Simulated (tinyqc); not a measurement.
Specific resistance of a metal-semiconductor contact and its transmission-line measurement: one step, computed by the program tinyqc. Command: `OMP_NUM_THREADS=1 python tinyqc.py 3030280 3030281 out.jsonl contact walk`. One thread of a shared host (Intel(R) Xeon(R) Processor @ 2.30GHz), about 0.01 s of CPU time with the checks.

The barrier is parabolic (depletion approximation), energies E are normal energies counted from the band edge in the neutral semiconductor (downwards for holes), and the bias is zero. xi is an input, held fixed when other inputs move.

Task: Tunnelling energy and barrier. E_00 = (e hbar/2) sqrt(N/(eps eps_0 m)); band bending E_b = phi_B + xi; depletion width w = sqrt(2 eps eps_0 E_b/(e^2 N)).

Inputs (values chosen for the exercise, modelled on p-type SiGe): tunnelling mass m = 0.31 m_0; permittivity eps = 13; barrier height phi_B = 0.36 eV; doping N = 1.1e+19 1/cm^3; Fermi level above the band edge in the bulk, xi = -0.007 eV; temperature T = 300 K.

Image-force lowering: left out.

Constants: hbar = 1.054571817e-34 J s; eps_0 = 8.8541878128e-12 F/m; m_0 = 9.1093837015e-31 kg; k_B = 8.617333262e-05 eV/K; e = 1.602176634e-19 C.

Give: E_00; E_00/k_B T; depletion width; barrier used, above the bulk band edge.

Result:

E_00 = 30.674 meV

E_00/k_B T = 1.1865

depletion width = 6.7904 nm

barrier used, above the bulk band edge = 0.353 eV

By the usual rule this is thermionic-field emission (0.5 to 5 k_B T).
